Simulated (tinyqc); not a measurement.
UHF in the 6-311g basis, for H-, spin multiplicity 1, step by step. The basis has no diffuse functions, so it cannot describe the extra electron: this is an exercise in the method, not the real anion. One step of it, computed by the program tinyqc.

Question. Iteration 1: building the Fock matrix. J_ij = sum D_kl (ij|kl) with D = D(alpha) + D(beta), K_ij = sum D_kl (ik|jl) for each spin; F = H + J - K(s); E = tr D H + tr D J / 2 - 0.5 sum_s tr D(s) K(s) + E_nn.

D(alpha) at the start, lower triangle:
```
           1H 1s      1H 2s     1H 3s
1H 1s   0.026203
1H 2s  -0.003956   0.000597
1H 3s   0.153617  -0.023193  0.900583
```

D(beta) at the start, lower triangle:
```
           1H 1s      1H 2s     1H 3s
1H 1s   0.076517
1H 2s   0.263432   0.906945
1H 3s  -0.067055  -0.230858  0.058764
```

core Hamiltonian H = T + V (hartree), lower triangle:
```
           1H 1s      1H 2s      1H 3s
1H 1s   0.193252
1H 2s  -0.511607  -0.422143
1H 3s  -0.408648  -0.397930  -0.357384
```

Two-electron integrals (ij|kl) in chemists' order, unique and non-zero (hartree):
```
(11|11) 1.393035   (21|11) 0.822971   (21|21) 0.509703   (22|11) 0.822904
(22|21) 0.543028   (22|22) 0.644106   (31|11) 0.411256   (31|21) 0.257757
(31|22) 0.279868   (31|31) 0.130794   (32|11) 0.543681   (32|21) 0.365771
(32|22) 0.452669   (32|31) 0.189803   (32|32) 0.325140   (33|11) 0.494021
(33|21) 0.340115   (33|22) 0.445993   (33|31) 0.178035   (33|32) 0.331779
(33|33) 0.361682
```

nuclear repulsion = 0 hartree

Give: Coulomb J; exchange K(alpha); exchange K(beta); F(alpha); F(beta); total energy of this density.

Answer.

Coulomb J (hartree), lower triangle:
```
       1H 1s  1H 2s  1H 3s
1H 1s  1.586
1H 2s  1.027  1.197
1H 3s  0.527  0.842  0.841
```

exchange K(alpha) (hartree), lower triangle:
```
       1H 1s  1H 2s  1H 3s
1H 1s  0.262
1H 2s  0.296  0.394
1H 3s  0.252  0.367  0.367
```

exchange K(beta) (hartree), lower triangle:
```
       1H 1s  1H 2s  1H 3s
1H 1s  0.836
1H 2s  0.715  0.670
1H 3s  0.421  0.406  0.249
```

F(alpha) (hartree), lower triangle:
```
        1H 1s  1H 2s  1H 3s
1H 1s   1.517
1H 2s   0.220  0.381
1H 3s  -0.133  0.078  0.117
```

F(beta) (hartree), lower triangle:
```
        1H 1s  1H 2s  1H 3s
1H 1s   0.943
1H 2s  -0.200  0.105
1H 3s  -0.302  0.038  0.235
```

total energy of this density = -0.32139 hartree
